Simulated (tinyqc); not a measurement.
Tunnelling through a gate dielectric, WKB transmission and Tsu-Esaki current: two steps of the calculation.

Electrons leave the emitter at x = 0. Energies E (motion across the layers) are in eV from the emitter Fermi level; the collector Fermi level lies at -V and offers states at every E. No charge in the dielectric and no image force: F1 = V/t1, U = phi1 - F1 x. With C = hbar^2/(2 m0), kappa = sqrt(m (U - E)/C) where U > E and 0 elsewhere; T(E) = exp(-S), S = 2 times the integral of kappa over x.

Parameters, values chosen for the exercise; dielectric values close to those of hafnium oxide: barrier of layer 1 above the emitter Fermi level at zero bias phi1 = 1.43 eV; tunnelling mass of layer 1 m1 = 0.19 m0; thickness of layer 1 t1 = 2.5 nm; voltage across the dielectric V = 0.9 V; energy of the electron followed E = 0 eV; cells in each layer nc = 5.

Constants: q = 1.602176634e-19 C, hbar = 1.054571817e-34 J s, m0 = 9.1093837015e-31 kg, hbar^2/(2 m0) = 0.0380998212 eV nm^2. Results are converted to the units shown.

Task 1. WKB exponent by the midpoint rule. Cut each layer into nc equal cells, take U and kappa at the cell centres, and sum S = 2 sum kappa h.

Give: x; U; kappa; S; T(E).

Result 1.

```
cell  x (nm)  U (eV)  kappa (1/nm)
0     0.2500  1.3400        2.5850
1     0.7500  1.1600        2.4052
2     1.2500  0.9800        2.2107
3     1.7500  0.8000        1.9974
4     2.2500  0.6200        1.7584
```

S = 10.957
T(E) = 1.7442e-5

Task 2. WKB exponent in closed form. Each layer adds (2/F) sqrt(m/C) [G(u at its left edge) - G(u at its right edge)] to S, with u = U - E (0 where negative) and G(u) = (2/3) u^1.5. The slope follows from 1/d = -dS/dE.

Find: S; T(E); energy d over which T(E) grows by a factor e.

Result 2.

S = 10.952
T(E) = 1.7520e-5
energy d over which T(E) grows by a factor e = 0.17230 eV

The midpoint rule gives S = 10.957, so its T(E) is 0.45 % below this value. The band edge stays above E through the whole stack: direct tunnelling through a trapezoid.

Program tinyqc, `OMP_NUM_THREADS=1 python tinyqc.py 2540025 2540026 out.jsonl`; Intel Xeon 2.30GHz, shared host, one thread, about 0.03 s.
